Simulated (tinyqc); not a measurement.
Comparisons within one model: band offset of a heterojunction with an interface dipole (two-band chains, self-consistent charge). A value that a table varies takes the place of the one given here.

Sites alternate A, C. Left: A at -G1/2, C at +G1/2, hopping -t1; right: A at D - G2/2, C at D + G2/2, hopping -t2; the bonds across the two interfaces of a ring (C left to A right, C right to A left) have -sqrt(t1 t2). D is the offset of the mid-gaps, so Ev(right) - Ev(left) = D - (G2 - G1)/2 and Ec(right) - Ec(left) = D + (G2 - G1)/2. The closing bond has its sign reversed (antiperiodic ring). Half the levels are filled with two electrons each. The charge moved is q = (electrons on the left) less one a site; the mean over the two interfaces, q/2, is taken as the charge that crosses each, and its dipole opposes the offset: D = D0 - u q/2.

From here on the ring has 24 cells a side.

Inputs chosen for the exercise (gaps near those of GaAs and AlAs; the chains and D0 are free models, so the offsets are not those of the real pair; shifted at random, so the results belong to these values and not to a real crystal): G1 = 1.49 eV (gap on the left); G2 = 2.28 eV (gap on the right); t1 = 2.8 eV (hopping on the left); t2 = 1.94 eV (hopping on the right); u = 8.4 eV (potential step per electron moved across); D0 = 0.3 eV (mid-gap of the right side above that of the left, without dipole).

## Where the moved charge sits

D = 0.13715 eV

Electrons in cell k from an interface at the self-consistent D, less those at D = 0. Interface 1 joins C left to A right, interface 2 C right to A left. The decay lengths 1/(2 kappa a) are those of mid-gap states, cosh(kappa a) = 1 + G^2/(8 t^2).

Change of the electron count:

| k | left of 1 | right of 1 | left of 2 | right of 2 |
|---|---|---|---|---|
| 1 | 0.01060 | -0.01502 | 0.00997 | -0.01412 |
| 2 | 0.00452 | -0.00359 | 0.00423 | -0.00336 |
| 3 | 0.00227 | -0.00099 | 0.00212 | -0.00092 |
| 4 | 0.00119 | -0.00028 | 0.00112 | -0.00026 |
| 5 | 0.00064 | -0.00008 | 0.00060 | -0.00008 |
| 6 | 0.00035 | -0.00002 | 0.00033 | -0.00002 |

decay lengths (cells): left 1.885, right 0.863

What does this show, and why?

Over six cells interface 1 moves +0.0196 electrons to the left side and -0.0200 to the right, interface 2 +0.0184 and -0.0188: each change is a dipole, and the two differ because the bonds join different sites. The first cells hold 65 % of it at interface 1. The tail is longer on the left, where the gap is smaller against the hopping: from k = 2 to 4 it falls by a factor 3.79, and pure mid-gap decay would give 2.89; the exponential carries a prefactor that falls as a power of the distance, so the first cells drop faster.

## Screening of the starting offset

chi = 0.282395 1/eV

D0 is varied; the self-consistent D is found by bisection. chi = dq/dD at D = 0; the linear rule is D = S D0 with S = 1/(1 + u chi/2). The gap of the junction closes (type III) at |D| = (G1 + G2)/2.

Against D0:

| 2 D0/(G1 + G2) | D0 (eV) | q at D0 | D (eV) | D/D0 | linear (eV) |
|---|---|---|---|---|---|
| -0.85 | -1.602 | -0.5401 | -0.7199 | 0.4493 | -0.7329 |
| -0.55 | -1.037 | -0.3137 | -0.4706 | 0.4540 | -0.4743 |
| -0.30 | -0.566 | -0.1630 | -0.2581 | 0.4564 | -0.2587 |
| -0.15 | -0.283 | -0.0803 | -0.1293 | 0.4572 | -0.1293 |
| 0.10 | 0.189 | 0.0534 | 0.0862 | 0.4573 | 0.0862 |
| 0.25 | 0.471 | 0.1350 | 0.2152 | 0.4567 | 0.2156 |
| 0.50 | 0.943 | 0.2817 | 0.4284 | 0.4546 | 0.4311 |
| 0.80 | 1.508 | 0.4965 | 0.6789 | 0.4502 | 0.6898 |
| 0.95 | 1.791 | 0.6422 | 0.8010 | 0.4473 | 0.8192 |

What can be read from the table?

D/D0 lies between 0.447 and 0.457, against S = 0.457 from chi at D = 0; the linear rule misses by at most 18 meV. q is odd in D. About half of the starting offset survives.

## Wider gaps screen less

G2 is varied. chi = (q(+0.01) - q(-0.01))/0.02 at D = 0, S = 1/(1 + u chi/2).

Against G2:

| G2 (eV) | chi (1/eV) | S |
|---|---|---|
| 0.7 | 0.49233 | 0.3260 |
| 1.1 | 0.41319 | 0.3656 |
| 1.5 | 0.35741 | 0.3998 |
| 2.3 | 0.28085 | 0.4588 |
| 3.4 | 0.21309 | 0.5277 |
| 5.5 | 0.13600 | 0.6365 |
| 7.0 | 0.10193 | 0.7002 |
| 9.0 | 0.07139 | 0.7693 |

How do the results move?

chi falls from 0.4923 to 0.0714 1/eV, a factor 6.9, and S rises from 0.326 to 0.769: charge crosses through the tails of states that tunnel into the other gap, and these shorten as the gap widens. u is kept fixed, though a wider gap also screens less and would raise it.

## What each parameter does

Self-consistent D by bisection, q there, and the two offsets. Each row changes one parameter from the base and keeps the others.

Results:

| case | D (eV) | q | valence offset (eV) | conduction offset (eV) |
|---|---|---|---|---|
| base | 0.1371 | 0.0388 | -0.2579 | 0.5321 |
| G1 = 1.713 eV | 0.1417 | 0.0377 | -0.1418 | 0.4252 |
| G2 = 2.622 eV | 0.1440 | 0.0372 | -0.4220 | 0.7100 |
| t1 = 3.22 eV | 0.1372 | 0.0388 | -0.2578 | 0.5322 |
| t2 = 2.231 eV | 0.1368 | 0.0389 | -0.2582 | 0.5318 |
| D0 = 0.345 eV | 0.1577 | 0.0446 | -0.2373 | 0.5527 |
| u = 9.66 eV | 0.1268 | 0.0359 | -0.2682 | 0.5218 |

What does this show?

The largest shifts from the base row, up to three for each result and ties (the steps differ in size, so this ranks the rows, not the parameters). D (eV): D0 +0.0205, u -0.0103, G2 +0.0068. q: D0 +0.0058, u -0.0029, G2 -0.0016; unchanged at the printed digits by t1. valence offset (eV): G2 -0.1642, G1 +0.1161, D0 +0.0205. conduction offset (eV): G2 +0.1778, G1 -0.1069, D0 +0.0205.

tinyqc: `OMP_NUM_THREADS=1 python tinyqc.py 1480565 1480566 out.jsonl`; about 0.7 s, one thread, shared Intel(R) Xeon(R) Processor @ 2.30GHz.
